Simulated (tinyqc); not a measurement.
Leaving out one process at a time: Debye-Callaway model of lattice thermal conductivity. Computed by tinyqc, a small Python program. Command: `OMP_NUM_THREADS=1 python tinyqc.py 3024047 3024048 out.jsonl callaway walk`. One thread of a shared host (Intel(R) Xeon(R) Processor @ 2.30GHz), about 0.01 s of CPU time with the checks.

Three acoustic branches with one velocity v, cut at omega_D = k_B Theta/hbar; x = hbar omega/(k_B T). v and Theta are separate inputs: Theta cuts off the heat-carrying modes, so C need not reach 3 k_B/V. gamma is an effective value that sets the umklapp rate.

Inputs (values chosen for the exercise, modelled on indium phosphide):

| quantity | value | unit |
|---|---|---|
| sound velocity v | 3520 | m/s |
| Debye temperature Theta | 327 | K |
| volume per atom V | 25.3 | angstrom^3 |
| mean atomic mass M | 72.9 | u |
| effective Grueneisen parameter gamma | 1.56 | - |
| umklapp exponent divisor b | 3 | - |
| vacancy fraction n_v | 0.00077 | - |
| Casimir length L | 80 | micrometre |
| normal-process factor f_N | 0.82 | - |
| temperature T | 20 | K |

Sample: crystal. Point defects: vacancies. Normal processes: included.

Constants: k_B = 1.380649e-23 J/K; hbar = 1.054571817e-34 J s; u = 1.6605390666e-27 kg.

Method:
- A vacancy counts as a mass defect Delta M/M = -3 (the missing mass and twice its bonds), so Gamma = 9 n_v. A = V Gamma/(4 pi v^3).
- Rates: point defects A omega^4; umklapp B omega^2 T exp(-Theta/(b T)) with B = hbar gamma^2/(M v^2 Theta); normal processes f_N B omega^2 T (T/Theta)^2. Boundaries: v/L.
- kappa_1 = c int tau_C g dx, g = x^4 e^x/(e^x - 1)^2, c = (k_B/(2 pi^2 v)) (k_B T/hbar)^3, over 0 < x < min(Theta/T, 40), by 96 Gauss-Legendre points in s with x = x_max s^2; 1/tau_C = 1/tau_R + 1/tau_N; kappa_2 = c [int (tau_C/tau_N) g dx]^2 / int (tau_C/(tau_N tau_R)) g dx; kappa = kappa_1 + kappa_2.

Rayleigh coefficient A = 3.19901e-43 s^3

Conductivity at T:

| case | kappa (W/(m K)) | ratio to all |
|---|---|---|
| all processes | 109.11 | 1 |
| without point defects | 1790.2 | 16.406 |
| without boundaries | 1874.9 | 17.183 |
| without umklapp | 109.57 | 1.0042 |

What does the comparison show, and why?

Removing boundaries raises kappa most, by a factor 17.2; removing umklapp gives only 1.00.
